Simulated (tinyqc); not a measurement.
Image-sensor pixel with a pinned photodiode, signal and noise: effect of the temperature.

A buried n layer between a heavily doped p+ surface layer and a p layer is emptied into a floating diffusion, read through a source follower with correlated double sampling (reset noise cancelled). One-dimensional abrupt junctions; no blooming, lag or crosstalk.

Nc and Nv are given at 313 K and scale as (T/313 K)^1.5; all else is fixed. With k = 1 + Nn/Np, the two depletion regions meet at depth x = a sqrt(k)/(1 + sqrt(k)) from the p+ side; pinning voltage Vp = q Nn x^2/(2 eps0 eps_r) - Vb. Electrons in the diode at zero bias: Nn A [a - x0 (1 + 1/sqrt(k))], x0 = sqrt(2 eps0 eps_r Vb/(q Nn)). Floating-diffusion limit Cf dV/q; full well FW is the smaller of the two; conversion gain CG = q As/Cf; read noise in electrons vn/CG. QE = (1 - Rf)[exp(-al x1) - exp(-al x2)]. ni = sqrt(Nc Nv) exp(-Eg/(2 Vt)), Eg in volts; dark rates ni Wd A/tg (generation) and Jd ni^2 A (diffusion). Signal S = QE Ph; variance = S + dark rate x ti + (vn/CG)^2 + (pr S)^2; SNR = 20 log10(S/noise); dynamic range 20 log10(FW/noise at S = 0).

Parameters, values chosen for the exercise; material values close to those of silicon:
- Eg = 1.14 eV (band gap)
- eps_r = 11.5 (relative permittivity of the semiconductor)
- Nc = 2.93e19 cm^-3 (conduction-band density of states at the reference temperature)
- Nv = 2.83e19 cm^-3 (valence-band density of states at the reference temperature)
- A = 1.2 um^2 (photodiode area)
- Nn = 4.7e16 cm^-3 (doping of the buried n layer)
- a = 420 nm (thickness of that layer)
- Np = 1.8e16 cm^-3 (doping of the p layer below)
- Vb = 0.8 V (built-in voltage)
- Cf = 0.76 fF (floating-diffusion capacitance)
- dV = 0.7 V (usable swing of the floating diffusion)
- As = 0.93 (source-follower gain)
- vn = 260 uV (read noise at the output)
- al = 0.293 1/um (absorption coefficient (light near 650 nm))
- Rf = 0.2 (optical loss before the silicon)
- x1 = 0.14 um (dead layer)
- x2 = 3 um (depth of collection)
- tg = 0.035 s (generation lifetime)
- Wd = 0.5 um (depleted depth)
- Jd = 1.1e7 x 1e-20 cm^4/s (diffusion dark flux per ni^2)
- pr = 1 % (gain non-uniformity)
- ti = 5 ms (exposure)
- Ph = 890 (photons on the photodiode per exposure)

Constants: q = 1.602176634e-19 C, kB = 1.380649e-23 J/K, Vt = kB T/q, eps0 = 8.8541878128e-14 F/cm where lengths are in cm. Results are converted to the units shown.

The same in every row: Vp (V) = 2.0002; FW (electrons) = 3320.5; read noise (electrons) = 1.3262; QE = 0.43569.

Results:

| T (K) | dark rate (electrons/s) | SNR (dB) | dynamic range (dB) |
|---|---|---|---|
| 253 | 0.0015974 | 25.702 | 67.972 |
| 268 | 0.0077214 | 25.702 | 67.972 |
| 283 | 0.034030 | 25.702 | 67.972 |
| 298 | 0.15470 | 25.702 | 67.970 |
| 328 | 4.7605 | 25.701 | 67.914 |
| 343 | 27.985 | 25.700 | 67.640 |
| 358 | 152.19 | 25.693 | 66.411 |

Estimate the missing row, T = 313 K.

Computed row:

| T (K) | dark rate (electrons/s) | SNR (dB) | dynamic range (dB) |
|---|---|---|---|
| 313 | 0.81024 | 25.701 | 67.962 |

With this row back in the table: As T goes from 253 to 358 K, the SNR stays near 25.7 dB and the dynamic range falls from 68.0 to 66.4 dB. The dark rate rises from 0.00160 to 152 electrons/s; it doubles every 6.6 K between the first two rows and every 6.1 K between the last two. In every row Vp passes 2 V, too high to empty the diode fully into a floating diffusion at usual supplies.

tinyqc, about 0.01 s, one thread, Intel Xeon 2.30GHz (shared host): `OMP_NUM_THREADS=1 python tinyqc.py 2630051 2630052 out.jsonl`
